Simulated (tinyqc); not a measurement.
Two-dimensional dopant profile at a mask edge: lateral junction, overlap and effective channel length: one step, computed by the program tinyqc. Command: `OMP_NUM_THREADS=1 python tinyqc.py 3031969 3031970 out.jsonl lateral walk`. One thread of a shared host (Intel(R) Xeon(R) Processor @ 2.30GHz), about 0.01 s of CPU time with the checks.

Ions enter for y < 0; the mask (spacer, then gate) covers y > 0. x is the depth. The surface reflects dopant during the anneal.

Problem. Widths and vertical profile. Widths s_x^2 = (vertical straggle)^2 + 2 D t, s_y^2 = (lateral straggle)^2 + 2 D t. C(x, y) = V(x) (1/2) erfc(y/(sqrt2 s_y)), V(x) = Q/(sqrt(2 pi) s_x) [exp(-(x - R_p)^2/(2 s_x^2)) + exp(-(x + R_p)^2/(2 s_x^2))]; 1 nm = 1e-7 cm. The vertical junction far from the mask solves V(x) = C_B.

Inputs (values chosen for the exercise, modelled on a source-drain extension in silicon):

| quantity | value | unit |
|---|---|---|
| dose Q | 1.5e+15 | 1/cm^2 |
| projected range R_p | 6.7 | nm |
| vertical straggle | 3.2 | nm |
| lateral straggle | 2.8 | nm |
| anneal budget D t | 1.4e-13 | cm^2 |
| channel doping C_B | 3.5e+17 | 1/cm^3 |

Give: s_x; s_y; V at the surface; V at R_p; vertical junction x_j.

Solution.

s_x = 6.1838 nm

s_y = 5.9867 nm

V at the surface = 1.0761e+21 1/cm^3

V at R_p = 1.0602e+21 1/cm^3

vertical junction x_j = 31.319 nm

Caution: the peak exceeds usual solubilities, so part of the dose is inactive and diffusion is concentration dependent.
